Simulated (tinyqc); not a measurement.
From one set of inputs to another, one input at a time: two-step dopant diffusion (predeposition and drive-in) with a constant diffusivity. Computed by tinyqc, a small Python program. Command: `OMP_NUM_THREADS=1 python tinyqc.py 3013724 3013725 out.jsonl dopdiff ladder`. One thread of a shared host (Intel(R) Xeon(R) Processor @ 2.30GHz), about 0.05 s of CPU time with the checks.

Fick diffusion into a half space x > 0 whose background doping C_B is of the opposite type, so that a junction lies where C = C_B.

The inputs printed are set A. Set A is modelled on phosphorus in silicon; the values taken over come from a set modelled on arsenic in silicon. Inputs not listed in the table keep their values of set A, so the rows need not describe a real material.

Inputs (values chosen for the exercise, modelled on phosphorus in silicon): prefactor D0 = 4.03 cm^2/s; activation energy E = 3.68 eV; surface concentration C_s = 1.7e+19 1/cm^3; background doping C_B = 7.7e+16 1/cm^3; predeposition temperature T1 = 1050 C; predeposition time t1 = 5 min; drive-in temperature T2 = 1000 C; drive-in time t2 = 20 min; ramp rate = 2 C/min; stand-by temperature = 750 C.

Furnace ramps of the drive-in: linear ramps.

Constants: k_B = 8.617333262e-05 eV/K.

Method:
- D = D0 exp(-E/(k_B T)).
- Temperatures in kelvin are T(C) + 273.15.
- Times in seconds are 60 times the minutes.
- One ramp between the stand-by temperature and T2 adds int D dT / rate (40-point Gauss-Legendre); the usual estimate counts it as an extra time k_B T2^2/(E rate) at T2. (Dt)2 = D2 t2 + two ramps, times in seconds.
- C = C_s erfc(x/(2 sqrt(D1 t1))); dose Q = 2 C_s sqrt(D1 t1/pi); the junction solves erfc(z) = C_B/C_s with x_j = 2 z sqrt(D1 t1).
- With a sealed surface and a thin source, C = Q/sqrt(pi (Dt)2) exp(-x^2/(4 (Dt)2)); x_j = 2 sqrt((Dt)2 ln(C(0)/C_B)); gradient at the junction |dC/dx| = C_B x_j/(2 (Dt)2).

Each row keeps all changes above it:
```
input moved                                               from       to  junction depth x_j (um)  dose Q (1/cm^2)  gradient at the junction (1/cm^4)
set A                                                        -        -                  0.25296       6.5418e+13                         2.6620e+22
predeposition time t1 (min)                                  5       20                  0.27227       1.3084e+14                         2.8652e+22
predeposition temperature T1 (C)                          1050     1025                  0.26379       9.5886e+13                         2.7760e+22
surface concentration C_s (1/cm^3)                     1.7e+19  1.9e+20                  0.32389       1.0717e+15                         3.4085e+22
background doping C_B (1/cm^3)                         7.7e+16  1.8e+14                  0.43996       1.0717e+15                         1.0823e+20
prefactor D0 (cm^2/s) and activation energy E (eV)  4.03, 3.68    11, 4                  0.16524       4.2359e+14                         2.8934e+20
drive-in time t2 (min)                                      20       90                  0.24752       4.2359e+14                         1.8704e+20
```

Where does the difference come from?

Junction depth x_j goes from 0.253 to 0.248, a factor 0.9785 in all. The largest single move comes from prefactor D0 with activation energy E (a factor 0.376), and drive-in time t2 works against it (a factor 1.50). Dose Q goes from 6.54e13 to 4.24e14, a factor 6.48 in all. The largest single move comes from surface concentration C_s (a factor 11.2), and prefactor D0 with activation energy E works against it (a factor 0.395). Gradient at the junction goes from 2.66e22 to 1.87e20, a factor 0.00703 in all. The largest single move comes from background doping C_B (a factor 0.00318), and prefactor D0 with activation energy E works against it (a factor 2.67). The single moves hold for this order of the switches; the total does not depend on the order.

Caution (all rows): the drive-in budget is under fifteen times D1 t1, so the source is not thin and the Gaussian junction is too shallow. Caution (all rows): C_s exceeds the intrinsic carrier density of silicon at the predeposition temperature (2e18 to 1e19 per cm^3), where real diffusivities rise with concentration and profiles turn box-like. Caution (rows predeposition time t1, predeposition temperature T1, surface concentration C_s, background doping C_B, prefactor D0, drive-in time t2): the surface value exceeds the intrinsic carrier density during the drive-in as well.

Extremes, crossings and ranges named in words are read from the listed rows.
